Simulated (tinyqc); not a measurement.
Inside a calculation. Model: a barrier in a uniform field, exact transmission by Airy functions.

Program tinyqc, `OMP_NUM_THREADS=1 python tinyqc.py 2580004 2580005 out.jsonl`; Intel Xeon 2.30GHz, shared host, one thread, about 0.01 s. Printed values are rounded.

The left lead has its band edge at 0, the barrier edge falls as U(x) = U0 - F x with F = V/d for 0 < x < d, and the right lead has its edge at -V. No transverse momentum; C = hbar^2/(2 m0); psi and psi'/m are continuous. M carries (psi, psi'/m) across the barrier.

Values chosen for this exercise; masses and offsets of a made-up heterostructure:
- mL = 0.027 m0 (mass in the left lead)
- U0 = 1.6 eV (barrier edge at x = 0)
- m1 = 0.11 m0 (mass in the barrier)
- E = 0.957 eV (electron energy)
- d = 5.5 nm (barrier width)
- V = 1.5 V (voltage across the barrier)
- mR = 0.027 m0 (mass in the right lead)

Constants: q = 1.602176634e-19 C, hbar = 1.054571817e-34 J s, m0 = 9.1093837015e-31 kg, hbar^2/(2 m0) = 0.0380998212 eV nm^2. Results are converted to the units shown.

Range of the model: Masses are held fixed, although real bands cease to be parabolic a few tenths of an eV from their edges.

## Scaled variables

Energy scale e = (C F^2/m1)^(1/3), z(x) = (U(x) - E)/e, s = (dz/dx)/m1 = -F/(e m1); v = k/m in a lead. vL = sqrt(mL E/C)/mL, vR = sqrt(mR (E + V)/C)/mR.

F = 0.272727 V/nm
e = 0.295345 eV
z1 = 2.17712
z2 = -2.90169
s = -8.39473 1/nm
vL = 30.5009 1/nm
vR = 48.8719 1/nm

z2 < 0: the electron leaves the forbidden region inside the barrier.

## Airy functions at the edges

Ai and Bi solve y'' = z y, with Wronskian Ai Bi' - Ai' Bi = 1/pi.

Airy functions:
```
           Ai         Ai'         Bi        Bi'
z1  0.0265520  -0.0418032    4.13945    5.47106
z2  -0.342617    0.419500  -0.261554  -0.608807
```

## Transfer matrix

With a = Ai, a' = Ai', b = Bi, b' = Bi' at z1 (left edge) and z2 (right edge): M11 = pi (a2 b1' - b2 a1'), M12 = (pi/s)(b2 a1 - a2 b1), M21 = pi s (a2' b1' - b2' a1'), M22 = pi (b2' a1 - a2' b1).

M (M12 in nm, M21 in 1/nm):
```
          1          2
1  -5.92320  -0.528158
2  -59.8574   -5.50617
```

## Transmission, exact and WKB

With M acting on (psi, psi'/m) and v = k/m in each lead, T(E) = 4 vL vR/[(vL vR M12 - M21)^2 + (vR M11 + vL M22)^2]. WKB: exp(-S), S = (4/(3 F)) sqrt(m1/C) [max(U0 - E, 0)^1.5 - max(U0 - F d - E, 0)^1.5].

T(E) = 0.00807502
S = 4.28313
exp(-S) = 0.0137994
ratio T(E)/exp(-S) = 0.585173

The exact value is 41 % below the WKB one.
